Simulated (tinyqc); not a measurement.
A ladder of methods, and size consistency: correlation methods against full CI in the sto-3g basis, for H2, spin multiplicity 1. Computed by the program tinyqc with PySCF. 

Geometry (angstrom):
```
atom,x,y,z
H,0.0000,0.0000,0.0000
H,0.0000,0.0000,0.9390
```

RHF energy of one = -1.082458 hartree

All electrons correlated; +Q is the Davidson correction (1 - c0^2) E_corr. The last columns treat two copies 100 angstrom apart as one system. FCI is the lowest singlet.

Correlation energies (hartree):
```
method,E_corr of one,share of FCI (%),E_corr of two at 100 angstrom,two minus twice one (mhartree)
MP2,-0.01855,59.822,-0.03710,0.000
CISD,-0.03101,100.000,-0.06053,1.488
CISD+Q,-0.03179,102.517,-0.06336,0.211
CCSD,-0.03101,100.000,-0.06201,0.000
CCSD(T),-0.03101,100.000,-0.06201,0.000
FCI,-0.03101,100.000,-,-
```

MP2 recovers 60 %, CISD 100.0 % and CCSD 100.0 % of the FCI value (c0^2 = 0.975 in CISD). MP2 and coupled cluster are size consistent, so their last column vanishes; CISD loses 1.49 mhartree, since a double excitation on each copy is a quadruple of the pair, and the Davidson correction leaves +0.21. With two electrons, or one virtual orbital, CISD and CCSD are exact for one copy, so +Q overshoots there.
